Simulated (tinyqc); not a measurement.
## Doping from the body effect

Problem. The threshold of a long MOSFET, counted against the source, shifts by gamma (sqrt(2 phiF + Vsb) - sqrt(2 phiF)) with gamma = sqrt(2 eps0 eps_r q N)/Cox. Find 2 phiF, gamma and N from two shifts.

Parameters, values chosen for the exercise: relative permittivity eps_r = 11.6.

Constants: q = 1.602176634e-19 C, eps0 = 8.8541878128e-14 F/cm where lengths are in cm. Results are converted to the units shown.

|VT - VT(0)| at source-body biases 1.1 and 2.4 V (V): 0.29930741  0.55514585
Cox = 0.38737072 uF/cm^2

Solution. The ratio of the shifts depends on 2 phiF alone and rises steadily with it, so it fixes 2 phiF; either shift then gives gamma, and gamma gives N.

2 phiF = 0.8398 V
gamma = 0.6283 V^0.5
N = 1.800e17 cm^-3

tinyqc, about 0.01 s, one thread, Intel Xeon 2.30GHz (shared host): `OMP_NUM_THREADS=1 python tinyqc.py 2060134 2060135 out.jsonl`
